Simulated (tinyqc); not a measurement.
Two-valley model of the transferred-electron effect: one step, computed by the program tinyqc.

Both kinds of valley share one electron temperature T_e, and each has a constant mobility.

Task: Equilibrium. Density-of-states ratio R = Z (m2/m1)^(3/2); n2/n1 = R exp(-dE/(k_B T_e)); mean mobility mu = (mu1 + mu2 n2/n1)/(1 + n2/n1); energy balance e mu F^2 = (3/2) k_B (T_e - T)/tau_E; v = mu F.

Inputs (values chosen for the exercise, modelled on CdTe):

| quantity | value | unit |
|---|---|---|
| central-valley mass m1 | 0.095 | m_0 |
| satellite-valley mass m2 | 0.28 | m_0 |
| satellite valleys Z | 4 | - |
| valley separation dE | 0.49 | eV |
| central-valley mobility mu1 | 1100 | cm^2/(V s) |
| satellite-valley mobility mu2 | 75 | cm^2/(V s) |
| lattice temperature T | 250 | K |

Solver: bisection.

Constants: k_B = 8.617333262e-05 eV/K.

Give: R; n2/n1 without field; low-field mobility.

Result:

R = 20.24

n2/n1 without field = 2.681e-09

low-field mobility = 1100 cm^2/(V s)

dE is 22.7 k_B T, so the satellites are empty without field.
